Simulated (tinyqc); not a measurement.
## Offset from the accumulated charge

Problem. Layer 1 (x < 0) accumulates electrons and layer 2 (x > 0) is depleted. Boltzmann statistics. Sheet densities from the first integral: Q1 = sqrt((2 eps0 eps_r Vt N1/q)(exp(u1) - u1 - 1)) extra electrons, Q2 = sqrt((2 eps0 eps_r Vt N2/q)(exp(-u2) + u2 - 1)) missing ones, u = V/Vt; neutrality Q1 = Q2 + si. V1 + V2 = dE + Vt ln[(N2/Nc2)/(N1/Nc1)]. Find V1, V2 and dE.

Parameters, values chosen for the exercise; values of the order of III-V alloys: temperature T = 350 K; relative permittivity of both layers eps_r = 11.5; density of states of the narrow-gap layer 1 Nc1 = 5.2e17 cm^-3; density of states of the wide-gap layer 2 Nc2 = 1.4e18 cm^-3; donor density in layer 1 N1 = 3.6e15 cm^-3; donor density in layer 2 N2 = 1.8e16 cm^-3; fixed charge at the interface si = 5.2e10 cm^-2.

Constants: q = 1.602176634e-19 C, kB = 1.380649e-23 J/K, Vt = kB T/q, eps0 = 8.8541878128e-14 F/cm where lengths are in cm. Results are converted to the units shown.

Q1 = 1.8522653e11 cm^-2

Answer. Each sheet density rises steadily with its bending, so Q1 fixes V1 and Q2 = Q1 - si fixes V2.

V1 = 0.1018 V
V2 = 0.1069 V
dE = 0.1900 eV

tinyqc, about 0.1 s, one thread, Intel Xeon 2.30GHz (shared host): `OMP_NUM_THREADS=1 python tinyqc.py 2410137 2410138 out.jsonl`
